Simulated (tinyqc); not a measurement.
Inside a calculation: model-solid line-up of a strained alloy layer on a substrate. Values are carried at full precision from step to step, so a last printed digit may differ when a step is redone from the rounded ones.

All values of the alloy are linear in x but the gap, Eg(x) = (1 - x) Eg_A + x Eg_B - C x (1 - x), and the valence edge, Ev(x) = (1 - x) Ev_A + x Ev_B + fv C x (1 - x); Ec = Ev + Eg. Ev is the top of the unstrained valence band on a scale common to all materials. In the layer only the Gamma valley of the conduction band is followed, also where an X or L valley would lie lower.

Inputs chosen for the exercise (A near GaSb, B near GaAs, substrate near InAs; shifted at random, so the results belong to these values and not to a real crystal): a = (6.089, 5.648) angstrom (lattice constant of A, B); Eg = (0.82, 1.527) eV (gap at Gamma to the s-like level of A, B); Dso = (0.767, 0.346) eV (spin-orbit splitting of A, B); Ev = (-0.03, -0.8) eV (top of the unstrained valence band of A, B); ac = (-7.51, -7.15) eV (conduction deformation potential of A, B); av = (0.8, 1.17) eV (valence hydrostatic potential of A, B); b = (-1.97, -2.02) eV (tetragonal shear potential of A, B); d = (-4.72, -4.85) eV (trigonal shear potential of A, B); C11 = (88.7, 121.3) GPa (of A, B); C12 = (40.8, 57.4) GPa (of A, B); C44 = (43.1, 60.8) GPa (of A, B); C = 1.537 eV (bowing of the gap); fv = 0.75 (share of the bowing taken by the valence edge); x = 0.13 (fraction of B); a_s = 6.056 angstrom (substrate); face = 001 (growth face); Eg_s = 0.42 eV (lowest gap of the substrate); Ev_s = -0.59 eV (substrate valence edge).

## Values of the alloy

Interpolate.

Alloy at x (a in angstrom, C11, C12, C44 in GPa, all else in eV):
```
symbol    value
a        6.0317
Eg       0.7381
Dso      0.7123
Ev       0.0003
ac      -7.4632
av       0.8481
b       -1.9765
d       -4.7369
C11     92.9380
C12     42.9580
C44     45.4010
```

## Strain on the (001) substrate

Coherent growth on a (001) face: e_par = (a_s - a)/a, e_perp = -2 (C12/C11) e_par; exx = eyy = e_par, ezz = e_perp, no shear.

Use the values of the alloy.

e_par = 0.004034
e_perp = -0.003729

strain tensor in the cubic axes:
```
          x         y          z
x  0.004034  0.000000   0.000000
y  0.000000  0.004034   0.000000
z  0.000000  0.000000  -0.003729
```

The layer is under tension in the plane; its volume changes by +0.434 %.

## Strained band edges

Strained edges: Ec + ac tr(e); the valence edges are Ev plus the levels of the 6 x 6 matrix of X, Y, Z times spin with -Dso/3 + l exx + m (eyy + ezz) on the diagonal (cyclic), n exy off it, l = av + 2 b, m = av - b, n = sqrt(3) d. Spin-orbit term (Dso/3) L.sigma on X, Y, Z with (L_k)_ij = -i epsilon_kij: <X+|H|Y+> = -i Dso/3, <X+|H|Z-> = Dso/3, <Y+|H|Z-> = -i Dso/3, <Z+|H|X-> = -Dso/3, <Z+|H|Y-> = i Dso/3, <X-|H|Y-> = i Dso/3, and their conjugates; + and - are the spin along z.

Give the hydrostatic shifts, the strain block and the edges.

ac tr(e), av tr(e) (eV): -0.0324  0.0037

strain block (eV), lower triangle:
```
         X        Y       Z
X  -0.0117
Y        0  -0.0117
Z        0        0  0.0344
```

Ec and the three valence edges from the top (eV): 0.7060  0.0199  -0.0114  -0.7090

strained gap = 0.6860 eV

Strain moves the gap by -52 meV: -36 meV from the volume and -16 meV from the splitting of the valence edge, which always raises the top.

## Offsets against the substrate material

dEc = Ec(substrate) - Ec(layer), dEv = Ev(layer) - Ev(substrate); positive values confine the carrier in the layer. Type I: both of one sign; type II: opposite signs; type III: the gaps do not overlap.

Give also the smallest gap across the interface, min Ec - max Ev.

dEc = -0.8760 eV
dEv = 0.6099 eV

type: III

smallest gap = -0.1899 eV

The conduction edge of one side lies below the valence edge of the other, so electrons transfer across the interface.

## Critical thickness (Matthews-Blakeslee, single layer)

h = K (ln(h/b) + 1) with K = b (1 - nu/4)/(4 pi |e_par| (1 + nu)) for 60-degree dislocations, b = a/sqrt(2) the Burgers vector (not the shear potential of the table), nu = C12/(C11 + C12). Iterate from h = 10 b until h changes by less than 1e-6 of itself.

b (Burgers vector) = 4.2650 angstrom
nu = 0.3161
K = 58.88 angstrom

first iterates (angstrom): 42.7  194.5  283.8  306.0  310.5  311.3

critical thickness = 31.15 nm

Thicker layers can relax, and the strained edges then no longer apply; metastable growth often exceeds this equilibrium value.

## Checks

- Valence edges against the closed form for (001) strain: they agree to 1e-10 or better.

Program tinyqc; command `OMP_NUM_THREADS=1 python tinyqc.py 1051192 1051193 out.jsonl`; about 0.01 s on one thread of a shared Intel(R) Xeon(R) Processor @ 2.30GHz.
